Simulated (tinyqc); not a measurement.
## MOS inversion layer, Poisson-Schroedinger loop: effect of the sheet density of electrons

Electrons confined at an insulator interface at z = 0, treated as a hard wall; parabolic valleys, Hartree approximation, no image or exchange terms. The depletion charge lies far deeper than the electrons and gives a uniform field q Nd/(eps0 eps_r); the gate balances all charge. Energies are counted from the band edge at the interface.

Schroedinger equation -(C/mz) psi'' + (V0 + U + dE for set B) psi = E psi, C = hbar^2/(2 m0), psi(0) = 0, on a uniform mesh of 800 nodes with a far wall at 26 nm, 8 levels a set; V0 = q Nd z/(eps0 eps_r); dU/dz = q (Ns - integral of n from 0 to z)/(eps0 eps_r), U(0) = 0; N_k = g md m0 q Vt/(pi hbar^2) ln(1 + exp((EF - E_k)/Vt)), g the number of valleys of the set, sum N_k = Ns. Triangular well: E_k = a_k (C F^2/mz)^(1/3), a_1 = 2.338107, a_2 = 4.087949, C = hbar^2/(2 m0), F in eV/nm. Fang-Howard (all electrons in the lowest level of set A): b^3 = 6 (mz1/C) q (Nd + 11 Ns/32)/(eps0 eps_r), centroid 3/b, level C b^2/(4 mz1) + (3/b) q (Nd + 11 Ns/16)/(eps0 eps_r). The centroid adds 3.9 z_av/eps_r to an oxide-equivalent thickness.

Parameters, values chosen for the exercise; masses and permittivity close to those of silicon (100):
- T = 300 K (temperature)
- eps_r = 11.7 (relative permittivity)
- mz1 = 0.919 m0 (mass along z of valley set A (2 valley(s)))
- md1 = 0.191 m0 (in-plane density-of-states mass of set A)
- mz2 = 0.189 m0 (mass along z of valley set B (4 valley(s)))
- md2 = 0.42 m0 (in-plane density-of-states mass of set B)
- Nd = 1.2e12 cm^-2 (sheet density of depletion charge)
- dE = 0.1 eV (extra shift of set B (strain))

Constants: q = 1.602176634e-19 C, kB = 1.380649e-23 J/K, hbar = 1.054571817e-34 J s, m0 = 9.1093837015e-31 kg, Vt = kB T/q, eps0 = 8.8541878128e-14 F/cm where lengths are in cm, hbar^2/(2 m0) = 0.0380998212 eV nm^2. Results are converted to the units shown.

Result of one run:
```
A1 (meV),B1 (meV),EF (meV),share of A1 (%),share of set A (%),centroid z_av (nm),added oxide equivalent (nm),Fang-Howard centroid (nm)
141,302,151,84.3,98.8,1.81,0.603,1.64
```

Which sheet density of electrons Ns gave this result: 2.1e11, 4.5e11, 9.7e11, 4.4e12 or 9.4e12 cm^-2?

Ns = 4.4e12 cm^-2.

The whole series:
```
Ns (cm^-2),A1 (meV),B1 (meV),EF (meV),share of A1 (%),share of set A (%),centroid z_av (nm),added oxide equivalent (nm),Fang-Howard centroid (nm)
1e11,59.2,199,-43.2,77.9,98.4,2.45,0.817,2.14
2.1e11,61.8,203,-21.0,78.3,98.4,2.42,0.807,2.12
4.5e11,67.4,210,5.09,78.9,98.4,2.36,0.786,2.07
9.7e11,78.8,224,38.1,80.2,98.5,2.24,0.747,1.99
2.1e12,101,253,84.2,82.1,98.6,2.05,0.684,1.84
4.4e12,141,302,151,84.3,98.8,1.81,0.603,1.64
9.4e12,212,393,259,85.9,98.9,1.54,0.513,1.40
2e13,335,550,442,85.3,98.6,1.29,0.430,1.14
```

As Ns goes from 1e11 to 2e13, A1 rises from 59.2 to 335 meV, the share of A1 goes from 77.9 through a maximum of 85.9 (at Ns = 9.4e12 among the rows listed) to 85.3 % and the centroid falls from 2.45 to 1.29 nm. A1 goes as Ns^(0.60) between the last two rows (a triangular well in the field of that charge alone gives 2/3). EF lies more than 2 meV above A1 for Ns = 4.4e12, 9.4e12, 2e13. The Fang-Howard centroid is 13 % below the full one in the first row, where A1 holds 77.9 %, and 11 % below it in the last, where A1 holds 85.3 %.

Numbers from tinyqc (`OMP_NUM_THREADS=1 python tinyqc.py 2160002 2160003 out.jsonl`; about 0.5 s on one thread of a shared Intel Xeon 2.30GHz).
